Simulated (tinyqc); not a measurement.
Type-II superlattice in the two-band Kane model: sweeps and comparisons. A value that a table varies takes the place of the one given here.

Motion along the axis, period d = a + b, c = hbar^2/2m0. Conduction and light-hole bands couple: (E - Ec)(E - Ev) = Ep c k^2 in each layer, with mass m(E) = (E - Ev)/Ep, which may be negative. The conduction envelope psi and psi'/m(E) are continuous; a layer carries them by [[cos kt, (m/k) sin kt], [-(k/m) sin kt, cos kt]] (cosh and sinh for k^2 < 0), and cos(q d) = tr(M_B M_A)/2. C1 is the first miniband above EvB, with its bottom at tr/2 = +1 and its top at -1; the gap is the bottom of C1 less the top heavy-hole level HH1.

Heavy holes are uncoupled: with e = EvB - E, p = sqrt(mhB e/c), w = sqrt(mhA (EvB - EvA - e)/c), the top level HH1 at q = 0 solves (p/mhB) tan(p b/2) = (w/mhA) tanh(w a/2).

Constants: hbar^2/2m0 = 3.80998211 eV angstrom^2; hc = 1239.841984 eV nm.

Values chosen for the exercise (near those of an InAs/GaSb superlattice; not measured data):
- b = 39 angstrom (layer B)
- EcA = 0 eV (conduction edge of A)
- EvA = -0.412 eV (valence edge of A)
- EcB = 0.961 eV (conduction edge of B)
- EvB = 0.151 eV (valence edge of B)
- EpA = 14.1 eV (coupling energy in A)
- EpB = 17.8 eV (coupling energy in B)
- mhA = 0.33 m0 (heavy hole in A)
- mhB = 0.27 m0 (heavy hole in B)
- As = (19, 26, 39, 46, 54, 66, 77) angstrom (widths of layer A)
- a = 46 angstrom (layer A)

## Width of layer A

Bottom of C1 (tr/2 = +1, above EvB), HH1, the gap and hc/gap; widths at which C1 no longer starts above EvB are left out.

Results:

| a (angstrom) | C1 (eV) | HH1 (eV) | gap (meV) | cut-off (micrometre) |
|---|---|---|---|---|
| 19 | 0.5134 | 0.0965 | 416.8 | 2.97 |
| 26 | 0.4093 | 0.0959 | 313.4 | 3.96 |
| 39 | 0.2832 | 0.0957 | 187.5 | 6.61 |
| 46 | 0.2378 | 0.0957 | 142.1 | 8.72 |
| 54 | 0.1980 | 0.0957 | 102.3 | 12.12 |
| 66 | 0.1543 | 0.0957 | 58.6 | 21.14 |

What can be read from the table?

From a = 19 to 66 angstrom C1 falls by 359 meV while HH1 moves by -0.8 meV, so layer A tunes the gap, from 417 to 59 meV. The cut-off shifts by 0.140 micrometre per angstrom at the thin end and 0.752 at the thick end: long wavelengths need tight control of the thickness.

## One band or two

Bottom of C1. One band: (k/mA) tan(k a/2) = (kappa/mB) tanh(kappa b/2) with the edge masses (Ec - Ev)/Ep and barrier EcB - EcA. Second row: mA replaced by m(E). The last column is measured against two bands.

Results:

| model | C1 (eV) | gap (meV) | error (meV) |
|---|---|---|---|
| one band, edge masses | 0.2214 | 125.7 | -16.5 |
| m(E) in A only | 0.1935 | 97.8 | -44.4 |
| two bands | 0.2378 | 142.1 | 0.0 |

mA = 0.0292 m0
mB = 0.0455 m0

What does this show, and why?

With edge masses C1 errs by -16 meV, 12 % of the gap. The heavier m(E) in A changes it by -28 meV; the treatment of B changes it by +44 meV, since C1 lies 87 meV above the valence edge of B, where its mass is 0.0049 instead of 0.0455.

## What each parameter does

Bottom and width of C1, HH1 and the gap. Each row changes one parameter from the base and keeps the others.

Results:

| case | C1 (eV) | width (meV) | HH1 (eV) | gap (meV) |
|---|---|---|---|---|
| base | 0.2378 | 51.1 | 0.0957 | 142.1 |
| a = 43 angstrom | 0.2559 | 54.1 | 0.0957 | 160.2 |
| b = 42 angstrom | 0.2416 | 45.5 | 0.1017 | 139.9 |
| EvB = 0.131 eV | 0.2363 | 48.5 | 0.0761 | 160.2 |
| EcB = 1.011 eV | 0.2418 | 47.5 | 0.0957 | 146.1 |
| EvA = -0.442 eV | 0.2334 | 49.8 | 0.0950 | 138.3 |
| EpA = 15.2 eV | 0.2451 | 54.0 | 0.0957 | 149.4 |
| mhB = 0.31 m0 | 0.2378 | 51.1 | 0.1000 | 137.8 |

How do the results move?

The largest shifts from the base row, up to three for each result and ties (the steps differ in size, so this ranks the rows, not the parameters). C1 (eV): a +0.0180, EpA +0.0073, EvA -0.0045; unchanged at the printed digits by mhB. width (meV): b -5.6, EcB -3.6, a +3.0; unchanged at the printed digits by mhB. HH1 (eV): EvB -0.0195, b +0.0060, mhB +0.0043; unchanged at the printed digits by a, EcB and EpA. gap (meV): a +18.0, EvB +18.0, EpA +7.3.

(tinyqc, `OMP_NUM_THREADS=1 python tinyqc.py 1280642 1280643 out.jsonl`, Intel(R) Xeon(R) Processor @ 2.30GHz, 1 thread, shared host, about 0.04 s.)
